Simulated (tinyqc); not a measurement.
## Diffused layer (complementary error function), carriers, mobility and sheet resistance with incomplete ionisation: effect of the peak chemical concentration

An n-type layer from the surface x = 0 to the junction xj, N(x) = N0 erfc(x/Ld). Local neutrality (no depletion at surface or junction, no spilling of carriers), intrinsic carriers neglected, Boltzmann statistics.

erfc(xj/Ld) = Nb/N0. Active dopant A = min(N, Ns); n solves n (n + Nb)/(A - Nb - n) = K, K = (NB/gd) exp(-E/Vt), E = max(Ei - ks A^(1/3), 0), so n = 2 K (A - Nb)/[Nb + K + sqrt((Nb + K)^2 + 4 K (A - Nb))]; mobility mu = m1 + (m2 (T/300 K)^(-bt) - m1)/(1 + ((A + Nb)/Nr)^am). Dose = integral of N, carrier sheet density = integral of n, 1/Rs = q integral of n mu, mean mobility 1/(q Rs sheet density), Hall mobility (unit Hall factor) = integral of n mu^2 over integral of n mu, Hall sheet density = (integral of n mu)^2/integral of n mu^2; all from 0 to xj. Integrals on 4000 steps.

Inputs (values chosen for the exercise); values close to those of nitrogen in 4H silicon carbide over a p-type background:
- T = 400 K (temperature)
- Nb = 1.1e14 cm^-3 (background doping of the opposite type)
- m1 = 39.8 cm^2/(V s) (mobility limit at high doping)
- m2 = 988 cm^2/(V s) (mobility limit at low doping, at 300 K)
- Nr = 1.92e17 cm^-3 (reference doping of the mobility law)
- am = 0.593 (exponent of the mobility law)
- bt = 2.2 (temperature exponent of m2)
- Ns = 5.09e19 cm^-3 (solubility limit of active dopant)
- NB = 2.57e19 cm^-3 (conduction-band density of states at T)
- Ei = 0.0602 eV (ionisation energy in the dilute limit)
- gd = 2 (degeneracy factor of the level)
- ks = 1.4e-8 eV cm (lowering of Ei per N^(1/3))
- Ld = 150 nm (diffusion length 2 sqrt(D t))

Constants: q = 1.602176634e-19 C, kB = 1.380649e-23 J/K, Vt = kB T/q. Results are converted to the units shown.

Effect of the peak chemical concentration:
columns A: N0 (cm^-3); B: xj (nm); C: dose (cm^-2); D: carriers (cm^-2); E: Rs (ohm/square); F: mean mobility (cm^2/(V s)); G: Rs xj (ohm nm); H: Hall/true sheet density
```
A           B         C         D        E      F        G       H
1.1e15  174.5   8.822e9   6.900e9  1.786e6  506.4  3.116e8   1.000
3e15    221.6  2.496e10  2.251e10  5.598e5  495.4  1.241e8  0.9998
7.9e15  260.8  6.648e10  6.348e10  2.061e5  477.1  5.375e7  0.9993
2.1e16  296.1  1.774e11  1.732e11  8.047e4  447.7  2.383e7  0.9977
5.7e16  328.9  4.821e11  4.724e11  3.275e4  403.5  1.077e7  0.9937
1.5e17  358.2  1.269e12  1.227e12  1.465e4  347.1  5.248e6  0.9848
4.2e17  387.2  3.554e12  3.299e12     6785  278.8  2.627e6  0.9669
1.1e18  412.7  9.309e12  8.003e12     3604  216.4  1.487e6  0.9412
3e18    437.8  2.539e13  1.914e13     2023  161.2  8.856e5  0.9083
```

Read the table: what changes, and by how much?

As N0 goes from 1.1e15 to 3e18, xj rises from 174 to 438 nm, Rs falls from 1.79e6 to 2020 ohm/square, the mean mobility falls from 506 to 161 cm^2/(V s) and the share of the dose that conducts goes from 78.2 through a maximum of 98.0 (at N0 = 5.7e16 among the rows listed) to 75.4 %. Rs goes as dose^(-1.12) at the low end and dose^(-0.58) at the high end; constant mobility and activation would give -1.

Program tinyqc, `OMP_NUM_THREADS=1 python tinyqc.py 2110133 2110134 out.jsonl`; Intel Xeon 2.30GHz, shared host, one thread, about 0.02 s.
